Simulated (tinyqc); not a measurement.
Angle series: uniform film or islands? Model: X-ray photoelectron analysis of a thin oxide on a semiconductor: attenuation lengths, thickness, angle series and band offsets. Computed by tinyqc, a small Python program. Command: `OMP_NUM_THREADS=1 python tinyqc.py 3112689 3112690 out.jsonl xps walk`. One thread of a shared host (Intel(R) Xeon(R) Processor @ 2.30GHz), about 0.01 s of CPU time with the checks.

The same element is seen in the oxide and in the substrate, at nearly the same kinetic energy; films are flat and uniform, and the work function is ignored.

Inputs (values chosen for the exercise, modelled on SiO2 on 4H-SiC):
```
quantity                                           value     unit
photon energy                                     1486.6       eV
binding energy of the core level                   100.5       eV
oxide density                                       2.21   g/cm^3
oxide formula mass                                 60.08    g/mol
valence electrons per oxide formula                   16        -
oxide gap                                           8.89       eV
substrate density                                   3.21   g/cm^3
substrate formula mass                              40.1    g/mol
valence electrons per substrate formula                8        -
substrate gap                                       3.26       eV
oxide thickness d                                    2.6       nm
emission angle from the normal                        45  degrees
attenuation length over inelastic mean free path     0.9        -
carbon overlayer                                     0.2       nm
```

Method:
- TPP-2M: lambda = E/(E_p^2 [b ln(c E) - C/E + D/E^2]) in angstrom, E_p = 28.8 sqrt(N_v rho/M), b = -0.10 + 0.944/sqrt(E_p^2 + E_g^2) + 0.069 rho^0.1, c = 0.191/sqrt(rho), U = N_v rho/M, C = 1.97 - 0.91 U, D = 53.4 - 20.8 U, with E = photon energy less binding energy in eV.
- Attenuation length L = factor x lambda.
- R_0 = (rho_o/M_o) L_o/((rho_s/M_s) L_s); peak ratio R = I_ox/I_sub = R_0 [exp(d/(L_o cos theta)) - 1]; hence d = L_o cos theta ln(1 + R/R_0). A carbon layer weakens both peaks alike, by exp(-d_C/(L_o cos theta)) if its L is taken equal to L_o. This R_0 leaves out intrinsic losses from the substrate peak, so calibrated values can be larger.
- Islands: half of the surface carries 2 d and half none, R = R_0 (1/2)(1 - t)/(1/2 + t/2) with t = exp(-2 d/(L_o cos theta)); the apparent thickness is read with the uniform formula.

R_0 = 0.610149

L in the oxide = 3.48831 nm

Against the angle:
```
theta (degrees)  R, uniform  R, islands  apparent d, islands (nm)
0                     0.676     0.38584                    1.7094
20                    0.739     0.40282                    1.6617
35                    0.906     0.43997                    1.5515
45                    1.141     0.47798                    1.4270
55                    1.627     0.52570                    1.2434
65                    2.949     0.57531                    0.9792
75                   10.257     0.60631                    0.6230
```

A uniform film gives d = 2.6 nm at every angle. The island film of the same volume reads 1.71 nm at normal emission and 0.623 nm at 75 degrees; its ratio cannot pass R_0, since the bare half always shows the substrate.

Extremes, crossings and ranges named in words are read from the listed rows.
